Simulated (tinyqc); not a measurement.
Conductance of a narrow metal strip with scatterers (square lattice, Green functions): sweeps and comparisons. A value that a table varies takes the place of the one given here.

A strip of W sites across with hard walls, site energy 0 and hopping -t. Mode n = 1 to W has profile chi_n(j) = sqrt(2/(W + 1)) sin(n j pi/(W + 1)) and energy en = -2t cos(n pi/(W + 1)); E = en - 2t cos(kn a). With z_n = exp(i kn a) (Im k > 0 for closed modes, |z| < 1) each lead gives the self-energy -t z_n in mode n. One column carries the site energies v, here one foreign atom. In the mode basis V_nm = sum_j chi_n(j) v_j chi_m(j), G = (E - en + 2 t z_n - V)^-1, and t_nm = 2t sqrt(sin(kn a) sin(km a)) G_nm in size for open modes. T = sum |t_nm|^2, conductance (2e^2/h) T.

Constants: e^2/h = 3.874045865e-05 S.

Inputs chosen for the exercise (hopping and spacing of the size met in Cu or Al; the lattice is a model; shifted at random, so the results belong to these values and not to a real crystal): t = 1.22 eV (hopping); W = 4 (sites across); v = (0, 0, -1.5, 0) eV (site energies in the scattering column); a = 2.61 angstrom (spacing); E = 1.08 eV (Fermi energy).

## Conductance steps with and without the scatterer

E is varied across the lower half of the band.

Against energy:

| E/t | E (eV) | open modes | T | reflected |
|---|---|---|---|---|
| -3.30 | -4.026 | 1 | 0.7716 | 0.2284 |
| -2.95 | -3.599 | 1 | 0.8436 | 0.1564 |
| -2.65 | -3.233 | 1 | 0.6357 | 0.3643 |
| -2.30 | -2.806 | 2 | 1.8003 | 0.1997 |
| -1.95 | -2.379 | 2 | 1.8277 | 0.1723 |
| -1.65 | -2.013 | 2 | 1.8123 | 0.1877 |
| -1.30 | -1.586 | 3 | 2.6227 | 0.3773 |
| -0.95 | -1.159 | 3 | 2.7132 | 0.2868 |
| -0.65 | -0.793 | 3 | 2.6286 | 0.3714 |
| -0.30 | -0.366 | 4 | 3.3856 | 0.6144 |
| 0.05 | 0.061 | 4 | 3.5308 | 0.4692 |

What does this show, and why?

The clean strip goes from 1 to 4 open modes. The reflected flux ranges from 0.156 (E/t = -2.95) to 0.614 (E/t = -0.3). A scatterer on one site acts on one combination of modes only, so it can reflect at most one unit.

## The same scatterer in wider strips

Width (W + 1) a; the strength is the entry of v largest in size. The foreign atom sits at site W/2 + 1, rounded down. Added resistance (1/T - 1/M)/(2 e^2/h), M the number of open modes.

Against width:

| W | width (angstrom) | M | T | T/M | added resistance (ohm) |
|---|---|---|---|---|---|
| 3 | 10.4 | 2 | 1.9590 | 0.9795 | 135.0 |
| 4 | 13.1 | 3 | 2.8908 | 0.9636 | 162.5 |
| 5 | 15.7 | 4 | 3.8819 | 0.9705 | 98.1 |
| 6 | 18.3 | 4 | 3.8781 | 0.9695 | 101.4 |
| 8 | 23.5 | 6 | 5.7286 | 0.9548 | 101.9 |
| 10 | 28.7 | 7 | 6.8868 | 0.9838 | 30.3 |
| 14 | 39.1 | 10 | 9.7959 | 0.9796 | 26.9 |
| 20 | 54.8 | 14 | 13.8230 | 0.9874 | 11.8 |

What can be read from the table?

The added resistance is 135 ohm at W = 3 and 11.8 at W = 20; from W = 10 to 20 it changes by a factor 0.39, where 1/M gives 0.50 and 1/M^2 gives 0.25. A point scatterer removes at most one unit of M (here 0.04 to 0.27), so its resistance is at most 1/(M (M - 1)) in units of h/2e^2, without bound for M = 1, with jumps where modes open or where the site sits near a node of the open modes; the largest value is at W = 4 (163 ohm).

## What each change does

Open modes M, T and the added resistance (1/T - 1/M)/(2 e^2/h). Each row changes one parameter from the base and keeps the others.

Results:

| case | M | T | added resistance (ohm) |
|---|---|---|---|
| base | 3 | 2.8908 | 163 |
| t = 1.269 eV | 3 | 2.8990 | 150 |
| E = 1.18 eV | 3 | 2.8839 | 173 |
| v = (0, 0, -1.95, 0) eV | 3 | 2.8464 | 232 |

What does this show?

The largest shifts from the base row, up to three for each result and ties (the steps differ in size, so this ranks the rows, not the parameters). M: unchanged at the printed digits by t, E and v. T: v -0.0444, t +0.0082, E -0.0069. added resistance (ohm): v +70, t -13, E +11.

Computed by tinyqc, a small Python program: `OMP_NUM_THREADS=1 python tinyqc.py 1481767 1481768 out.jsonl` (the numbers bound the seed that draws the inputs); one thread of a shared host (Intel(R) Xeon(R) Processor @ 2.30GHz), about 0.01 s for the whole set of steps.
